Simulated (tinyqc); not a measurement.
Kinetic against equilibrium segregation over temperature: surface segregation during layer-by-layer epitaxy: two-layer exchange kinetics and the shape of quantum wells and delta layers. Computed by tinyqc, a small Python program. Command: `OMP_NUM_THREADS=1 python tinyqc.py 3016980 3016981 out.jsonl mbeseg walk`. One thread of a shared host (Intel(R) Xeon(R) Processor @ 2.30GHz), about 0.01 s of CPU time with the checks.

Atoms A and B exchange only between the growing layer and the one below it. B is supplied for N layers, then pure A follows.

Inputs (values chosen for the exercise, close to those used for antimony in silicon):

| quantity | value | unit |
|---|---|---|
| barrier E1 for B to move up | 1.83 | eV |
| segregation energy E_s | 0.58 | eV |
| attempt frequency nu | 1 | THz |
| growth rate G | 0.44 | layers/s |
| share x0 of B in the flux during the well | 0.2 | - |
| layers in the well N | 6 | - |
| layer thickness | 1.36 | angstrom |
| temperature T | 450 | C |

Constants: k_B = 8.617333262e-05 eV/K.

Method:
- p1 = nu exp(-E1/(k_B T)) (B up, A down), p2 = nu exp(-(E1 + E_s)/(k_B T)) (B down); time per layer tau = 1/G; K = p1/p2.
- Temperatures in kelvin are T(C) + 273.15.
- Each layer is deposited complete with B share x_dep and then exchanges for the time tau = 1/G with the layer below, whose share is b (total c = s + b fixed): ds/dt = p1 b (1 - s) - p2 s (1 - b), s(0) = x_dep. With the roots s1 < s2 of the right side, (s - s1)/(s - s2) = [(s(0) - s1)/(s(0) - s2)] exp(-(p1 - p2)(s2 - s1) tau). The lower layer is then buried with c - s, and s becomes the b of the next layer.
- In the dilute tail each layer passes up the share R = R_eq (1 - exp(-(p1 + p2) tau)); decay length = -layer thickness/ln R.
- R_eq = K/(1 + K).

Segregation:

| T (C) | p1 tau | R_eq | R | decay length (angstrom) | peak share |
|---|---|---|---|---|---|
| 330 | 1.1628e-03 | 0.99999 | 1.1621e-03 | 2.0126e-01 | 0.20000 |
| 370 | 1.0388e-02 | 0.99997 | 1.0334e-02 | 2.9744e-01 | 0.20000 |
| 410 | 7.1805e-02 | 0.99995 | 6.9287e-02 | 5.0946e-01 | 0.20000 |
| 450 | 4.0078e-01 | 0.99991 | 3.3020e-01 | 1.2274e+00 | 0.19978 |
| 490 | 1.8680e+00 | 0.99985 | 8.4549e-01 | 8.1029e+00 | 0.18204 |
| 530 | 7.4691e+00 | 0.99977 | 9.9920e-01 | 1.7023e+03 | 0.14736 |
| 570 | 2.6185e+01 | 0.99966 | 9.9966e-01 | 3.9853e+03 | 0.16301 |
| 610 | 8.1937e+01 | 0.99951 | 9.9951e-01 | 2.7763e+03 | 0.17787 |

The decay length peaks at 570 C among these rows: below, exchange is too slow; above, equilibrium rules and K = exp(E_s/(k_B T)) falls. p1 tau passes 1 between 450 and 490 C, below which sharp interfaces can be grown. Caution: decay lengths below one layer thickness are only formal.

Extremes, crossings and ranges named in words are read from the listed rows.
